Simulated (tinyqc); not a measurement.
Monte Carlo simulation of one carrier in a uniform electric field: one step, computed by the program tinyqc. Command: `OMP_NUM_THREADS=1 python tinyqc.py 3022593 3022594 out.jsonl mcfl walk`. One thread of a shared host (Intel(R) Xeon(R) Processor @ 2.30GHz), about 3 s of CPU time with the checks.

The force e F acts along +z. Flights end at the constant total rate Gamma; the part of Gamma that the real rates do not fill is self-scattering, which leaves k unchanged. One valley, no impurities and no intervalley scattering.

Question. Flight 1. Kane band: hbar^2 k^2/(2 m) = E (1 + alpha E), speed v = hbar k/(m (1 + 2 alpha E)), states per spin, volume and energy g(E) = m k (1 + 2 alpha E)/(2 pi^2 hbar^2); overlap factors are set to 1. Masses are multiplied by m_0 and all formulas are in SI units. Flight: t = -ln(r1)/Gamma; k_z grows by e F t/hbar; E follows from the band; dz = (E_end - E_start)/(e F). Use row 1 of the random numbers.

Inputs (values chosen for the exercise, for a model polar semiconductor):

| quantity | value | unit |
|---|---|---|
| effective mass m | 0.059 | m_0 |
| non-parabolicity alpha | 0.38 | 1/eV |
| lattice temperature T | 200 | K |
| electric field F | 0.42 | kV/cm |

Crystal: polar. Band: Kane.

starting wave vector (1/nm): -0.044  0.14  -0.033

Random numbers (0.02 to 0.98, from up to 60 sets tried for early real events), one row a flight:
```
       r1      r2      r3      r4
1  0.8134  0.0482  0.6558  0.0597
2  0.7860  0.1061  0.3496  0.3692
3  0.8392  0.1870  0.9767  0.8071
4  0.5086  0.6279  0.1667  0.1117
5  0.6789  0.0862  0.1262  0.7256
6  0.1543  0.4695  0.8040  0.5401
7  0.9506  0.2547  0.9762  0.4706
```

Gamma = 33.93985 1e12/s

Constants: e = 1.602176634e-19 C; hbar = 1.054571817e-34 J s; m_0 = 9.1093837015e-31 kg.

Give: flight time t; k at the end of the flight; energy at the end; displacement dz.

Answer.

flight time t = 6.085 fs

k at the end of the flight (1/nm): -0.0440  0.1400  -0.0326

energy at the end = 14.51 meV

displacement dz = -0.3874 nm
